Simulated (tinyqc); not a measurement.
Fitting sp3s* parameters to three gaps by Newton steps: sweeps and comparisons. A value that a table varies takes the place of the one given here.

sp3s* tight binding, nearest neighbours only: anion (a) at 0, cation (c) at a/4 (1,1,1), orbitals s, px, py, pz, s* on each; k in units of 2 pi/a. With phases e_j = exp(i (pi/2) k.n_j) for n = (1,1,1), (1,-1,-1), (-1,1,-1), (-1,-1,1): g0 = (e1+e2+e3+e4)/4, g1 = (e1+e2-e3-e4)/4, g2 = (e1-e2+e3-e4)/4, g3 = (e1-e2-e3+e4)/4. The diagonal holds the levels Esa, Epa, Exa (s*) and Esc, Epc, Exc. Anion-cation block: <sa|sc> = Vss g0; <sa|xc> = Vsapc g1; <xa|sc> = -Vscpa g1; <xa|xc> = Vxx g0; <xa|yc> = <ya|xc> = Vxy g3, <xa|zc> = <za|xc> = Vxy g2, <ya|zc> = <za|yc> = Vxy g1; <s*a|xc> = Vxapc g1; <xa|s*c> = -Vpaxc g1; y and z take g2 and g3 in place of g1; s-s* and s*-s* vanish.

Gaps are level 5 at Gamma, X = (1,0,0) and L = (1/2,1/2,1/2) less level 4 at Gamma; no spin-orbit coupling. Free parameters: Esc, Vxapc and Vpaxc. H is linear in them, so by Hellmann-Feynman J_ij = <u|dH/dp_j|u> for level 5 at point i less the same for level 4 at Gamma. Newton: p(new) = p + J^-1 (target - gaps); stop when all misses are below 1e-7 eV.

Constants: hbar^2/2m0 = 3.80998211 eV angstrom^2.

Inputs chosen for the exercise (out of a larger set: near a published set for InAs, fitted to gaps, whose masses and valley positions are rough; not measured data): p = (-9.527, 0.907, -2.714, 3.724, 7.438, 6.767, -5.617, 1.835, 4.469, 3.034, 5.448, 3.376, 3.898) eV (start, order Esa, Epa, Esc, Epc, Exa, Exc, Vss, Vxx, Vxy, Vsapc, Vscpa, Vxapc, Vpaxc); tg = (0.6073, 2.2318, 1.4305) eV (target gaps at Gamma, X, L); a = 6.056 angstrom (lattice constant).

## Equal gaps, different models

The same three targets are met with other triples of free parameters (those for which Newton converges within 3 eV of the start). Not fitted: level 5 at K = (3/4,3/4,0) above Ev, the spacing of levels 6 and 5 at X, the depth of level 2 at X below Ev, the valence width at Gamma, and the mass c q^2/(E(q) - E(0)) of level 5 along [100], q = 0.002 (2 pi/a), c = hbar^2/2m0.

Unfitted results:

| free parameters | largest change (eV) | K (eV) | X spacing (eV) | level 2 at X (eV) | valence width (eV) | mass (m0) |
|---|---|---|---|---|---|---|
| start | 0.000 | 2.149 | 0.395 | 7.048 | 12.692 | 0.0323 |
| Vss, Vxapc, Vpaxc | 0.250 | 2.137 | 0.614 | 6.997 | 12.853 | 0.0449 |
| Esc, Vxapc, Vpaxc | 0.211 | 2.121 | 0.459 | 6.946 | 12.642 | 0.0445 |
| Vss, Vsapc, Vpaxc | 0.503 | 2.148 | 0.781 | 6.949 | 12.853 | 0.0457 |
| Esa, Vxapc, Vscpa | 0.644 | 2.124 | 0.483 | 7.093 | 12.209 | 0.0445 |
| Vss, Exa, Exc | 0.694 | 2.139 | 0.652 | 7.028 | 12.853 | 0.0449 |
| Esc, Vsapc, Exc | 0.370 | 2.137 | 0.636 | 6.912 | 12.642 | 0.0452 |

What can be read from the table?

All fitted rows have the same three gaps, yet they spread by 28 meV at K, 323 meV in the X spacing, 180 meV in level 2 at X, 644 meV in the valence width and 2.7 % in the mass. The smallest change of parameters, 0.211 eV, is that of Esc, Vxapc, Vpaxc. A fit fixes what it was given and leaves the rest to the choice of free parameters.

## How errors in the targets pass to the parameters

J:
```
           Esc     Vxapc     Vpaxc
Gamma  0.75928   0.00000   0.00000
X      0.00000  -0.87668   0.00000
L      0.36990  -0.25082  -0.13807
```

The gaps at Gamma, X and L of an sp3s* model are fitted with Esc, Vxapc and Vpaxc; J holds the derivatives of the gaps by these parameters at the start. The change of each parameter for +10 meV on one target is 10 J^-1, in meV.

Shifts (meV):

| target raised | Esc | Vxapc | Vpaxc |
|---|---|---|---|
| Gamma | 13.2 | 0.0 | 35.3 |
| X | 0.0 | -11.4 | 20.7 |
| L | 0.0 | 0.0 | -72.4 |

root sum of squares (meV): Esc 13.2, Vxapc 11.4, Vpaxc 83.2

How do the results move?

Independent errors of 10 meV leave Vpaxc least certain (83 meV) and Vxapc best fixed (11.4 meV). The largest single entry, 72 meV, comes from the target at L.

tinyqc: `OMP_NUM_THREADS=1 python tinyqc.py 1452127 1452128 out.jsonl`; about 0.1 s, one thread, shared Intel(R) Xeon(R) Processor @ 2.30GHz.
